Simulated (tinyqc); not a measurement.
Peak shift with the field.

The DLTS signal is S = C(t2) - C(t1), the change of the capacitance transient between two sampling times. Emission rate en = sn vth(T) Nc(T) exp(-Et/kB T) = sn g T^2 exp(-Et/kB T), g = vth Nc/(300 K)^2, as vth goes as T^0.5 and Nc as T^1.5 (degeneracy factor 1). For an exponential transient S peaks where en = ew = ln(t2/t1)/(t2 - t1). A Coulomb centre of charge +q (when empty) in the field F lowers its barrier by dE = sqrt(q F/(pi eps0 eps_r)) along the field. One-dimensional rate: en exp(b), b = dE/kB T; three-dimensional (Hartke): en {[1 + (b - 1) exp(b)]/b^2 + 1/2}. The peak temperatures solve rate = ew.

Parameters, values chosen for the exercise; material values close to those of germanium: relative permittivity eps_r = 16.2; conduction-band density of states at 300 K Nc = 1.04e19 cm^-3; thermal velocity at 300 K vth = 3.4e7 cm/s; depth of the trap below the conduction edge Et = 0.26 eV; capture cross-section sn = 1.4e-17 cm^2; first sampling time t1 = 5 ms; second sampling time t2 = 10 ms.

Constants: q = 1.602176634e-19 C, kB = 1.380649e-23 J/K, eps0 = 8.8541878128e-14 F/cm where lengths are in cm. Results are converted to the units shown.

Result of one run:

| dE (meV) | T peak, one-dimensional (K) | T peak, three-dimensional (K) |
|---|---|---|
| 99.776 | 119.56 | 137.06 |

Which field at the trap F gave this result: 1.9, 4.4, 10 or 280 kV/cm?

F = 280 kV/cm.

The whole series:

| F (kV/cm) | dE (meV) | T peak, one-dimensional (K) | T peak, three-dimensional (K) |
|---|---|---|---|
| 1.9 | 8.2191 | 178.66 | 181.92 |
| 4.4 | 12.508 | 175.94 | 180.76 |
| 10 | 18.856 | 171.92 | 178.82 |
| 23 | 28.596 | 165.72 | 175.36 |
| 54 | 43.817 | 155.99 | 168.80 |
| 120 | 65.319 | 142.12 | 157.68 |
| 280 | 99.776 | 119.56 | 137.06 |

dE grows as the square root of F, from 8.22 to 99.8 meV. The peak, at 183.8 K without field, moves down by 64.3 K (one-dimensional) or 46.8 K (three-dimensional) in the last row. A centre that is neutral when empty has no such long-range lowering, so the shift tells the charge state.

tinyqc, about 0.01 s, one thread, Intel Xeon 2.30GHz (shared host): `OMP_NUM_THREADS=1 python tinyqc.py 2050080 2050081 out.jsonl`
